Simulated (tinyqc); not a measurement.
# Changing the development selectivity n

Model: chemically amplified photoresist: aerial image, acid generation, bake, development and line width. Computed by tinyqc, a small Python program. Command: `OMP_NUM_THREADS=1 python tinyqc.py 3001067 3001068 out.jsonl resist sweep`. One thread of a shared host (Intel(R) Xeon(R) Processor @ 2.30GHz), about 0.02 s of CPU time with the checks.

Lines and spaces of pitch p with a two-beam-like image; x = 0 is the middle of the bright space. The resist is positive and treated as uniform in depth.

Inputs (values chosen for the exercise, for a model resist at 248 nm): pitch p = 250 nm; image contrast c = 0.54; mean dose E = 3.86 mJ/cm^2; Dill parameter C = 0.039 cm^2/mJ; quencher load q, relative to the acid generator = 0.073; acid diffusivity D = 5.1 nm^2/s; bake time t = 90 s; amplification rate k_amp = 0.036 1/s; threshold protection m_th = 0.63; largest rate r_max = 1500 nm/s; smallest rate r_min = 0.01 nm/s; resist thickness d = 210 nm; development time t_d = 30 s.

Method:
- Dose E(x) = E [1 + c cos(2 pi x/p)]; acid h = 1 - exp(-C E(x)).
- Bake: the acid image is blurred by a Gaussian of variance sigma^2 = 2 D t (each Fourier term k of h, taken on 64 points, is multiplied by exp(-4 pi^2 k^2 D t/p^2)).
- The quencher then removes q, h_eff = max(h_blurred - q, 0); protection m = exp(-k_amp t h_eff).
- Mack rate r = r_max (a + 1)(1 - m)^n/(a + (1 - m)^n) + r_min, a = ((n + 1)/(n - 1))(1 - m_th)^n.
- Edge: vertical development clears the film where r t_d >= d; the space width is twice the x where r = d/t_d.
- Dose sensitivity = d ln(width)/d ln E from widths at 1.005 E and E/1.005; image log-slope at the edge = |d ln E/dx|, normalised by the width (NILS); latitude for 10 % of width = 10 %/sensitivity.

One run for each value:
```
development selectivity n  space width (nm)  dose sensitivity  dose latitude (%)
3                                    196.57            1.1108             9.0024
4                                    173.22            1.0655             9.3856
6                                    143.29            1.2694             7.8779
8                                    123.07            1.5919             6.2819
12                                    95.43            2.4864             4.0219
16                                    75.99            3.8217             2.6167
24                                    46.82            9.8781             1.0123
```

Over the rows, space width (nm) falls from 197 to 46.8 (exponent d ln y / d ln x -0.44 between the first rows and -1.2 between the last); dose sensitivity goes from 1.11 through a minimum among these rows, 1.07 at 4.00, to 9.88; dose latitude (%) goes from 9.00 through a maximum among these rows, 9.39 at 4.00, to 1.01. A larger n moves the protection at which the film just clears towards m_th, so more acid is needed and the space narrows. Left out: 2.00 (the space does not open, or the whole film clears).

Caution (all rows): lateral development, standing waves and the joint diffusion of acid and quencher are left out, so widths are indicative.

Extremes, crossings and ranges named in words are read from the listed rows.
